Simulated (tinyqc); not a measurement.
Changing the cooling rate: thermal stress and diffusional relaxation in a metal film: Coble and Nabarro-Herring creep, cooling and holds. Computed by tinyqc, a small Python program. Command: `OMP_NUM_THREADS=1 python tinyqc.py 3006111 3006112 out.jsonl creep sweep`. One thread of a shared host (Intel(R) Xeon(R) Processor @ 2.30GHz), about 0.08 s of CPU time with the checks.

A thin film on a rigid substrate is stress-free at T0. Tension is positive and the film creeps linearly: d sigma/dt = -M (mismatch) dT/dt - sigma/tau.

Inputs (values chosen for the exercise, modelled on copper films on silicon):
```
quantity                           value        unit
biaxial modulus M                    189         GPa
expansion mismatch                  14.8      1e-6/K
atomic volume Omega                 11.8  angstrom^3
lattice prefactor D0             1.5e-05       m^2/s
lattice energy E                    2.01          eV
boundary prefactor (delta D_b)0  4.9e-15       m^3/s
boundary energy E_b                  1.1          eV
grain size d                        0.26          um
stress-free temperature T0           300           C
hold temperature T                   120           C
```

Constants: k_B = 1.380649e-23 J/K; k_B = 8.617333262e-05 eV/K.

Method:
- Thermoelastic slope = M x mismatch; sigma_0 = slope x (T0 - T).
- Creep rate per stress: Nabarro-Herring 14 D Omega/(k_B T d^2), Coble (14 pi) delta D_b Omega/(k_B T d^3), with D = D0 exp(-E/(k_B T)), delta D_b = (delta D_b)0 exp(-E_b/(k_B T)); 1/tau = M x (sum of both)/2 (biaxial strain rate is half the uniaxial one).
- Temperatures in kelvin are T(C) + 273.15.
- Cooling from T0 at the constant rate: d sigma/dT = -slope + sigma/(tau(T) x rate), integrated to 25 C (stiff solver, tolerance 1e-9).
- Effective stress-free temperature T_eff = 25 C + sigma/slope.

One run for each value:
```
cooling rate (C/min)  stress at 25 C (MPa)  effective stress-free temperature (C)
0.03                                 273.2                                  122.7
0.1                                  314.9                                  137.6
0.4                                  366.9                                  156.2
1                                    403.8                                  169.4
5                                    474.5                                  194.6
20                                   542.1                                  218.8
70                                   609.4                                  242.9
300                                  691.6                                  272.3
1000                                 738.9                                  289.2
```

What does the table show, and why?

Over the rows, stress at 25 C (MPa) rises from 273 to 739 (exponent d ln y / d ln x 0.12 between the first rows and 0.055 between the last). Slower cooling lets the film creep to a lower temperature before the stress freezes in.

Caution (all rows): bulk creep laws overstate relaxation in a bonded film, and dislocation glide would cap stresses above the yield stress.
